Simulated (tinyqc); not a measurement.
Worked calculation: Hubbard ring of 3 sites. Computed by tinyqc, a small Python program that keeps every step. Settings: hopping = 1.47, U = 6.0, mixing = 0.2, iteration cap = 75. Command: `OMP_NUM_THREADS=1 python tinyqc.py 27339 27340 out.jsonl` (the two numbers bound the seeds that draw the settings). One thread of a shared host (Intel(R) Xeon(R) Processor @ 2.60GHz), about 0.3 s of CPU time with the checks.

one-body matrix (hopping and site energies) (eV):
```
           1          2          3
1   0.000000  -1.470000  -1.470000
2  -1.470000   0.000000  -1.470000
3  -1.470000  -1.470000   0.000000
```

U = 6.000000 eV

electrons, up and down: 2  1

n(up) at the start (a guess, not normalised): 1 0.717000, 2 0.617000, 3 0.717000

n(down) at the start (a guess): 1 0.283000, 2 0.383000, 3 0.283000

Each step fills the lowest levels of T + U n(other spin) and sets n(new) = n + mixing (n(out) - n); stop when output and input agree to 1e-8.

Course of the cycle:
```
iteration       E (eV)  largest |n(out) - n(in)|  mean |n_up - n_down|
1          -0.59921790                  3.40e-01              0.413624
2          -0.77597220                  2.71e-01              0.458540
3          -0.90277842                  2.27e-01              0.502395
4          -1.00432637                  1.98e-01              0.543759
5          -1.08998805                  1.76e-01              0.581854
6          -1.16275705                  1.59e-01              0.616255
7          -1.22372546                  1.53e-01              0.646799
8          -1.27377770                  1.47e-01              0.673537
9          -1.31403413                  1.39e-01              0.696680
10         -1.34582790                  1.29e-01              0.716542
11         -1.37055985                  1.18e-01              0.733485
...                ...                       ...                   ...
65         -1.44710150                  5.16e-05              0.829233
66         -1.44710151                  4.44e-05              0.829237
67         -1.44710151                  3.82e-05              0.829240
68         -1.44710151                  3.29e-05              0.829242
69         -1.44710151                  2.83e-05              0.829244
70         -1.44710151                  2.43e-05              0.829246
71         -1.44710151                  2.09e-05              0.829248
72         -1.44710151                  1.80e-05              0.829249
73         -1.44710151                  1.55e-05              0.829250
74         -1.44710151                  1.33e-05              0.829251
75         -1.44710151                  1.14e-05              0.829252
```

Can the last value be used, and what does the course show?

Not by the stop rule, although the second column moves by less than 1e-07 over the last three steps. Not converged within 75 iterations: the residual falls steadily but slowly, by a factor of about 0.86 a step. The lowest mean-field energy found from random starts is -1.44710 eV. Reruns (cap 100 unless said): mixing 0.5: converged in 44 (E = -1.44710); mixing 0.9: converged in 21 (E = -1.44710); the original settings with a cap of 400: converged in 122 (E = -1.44710).
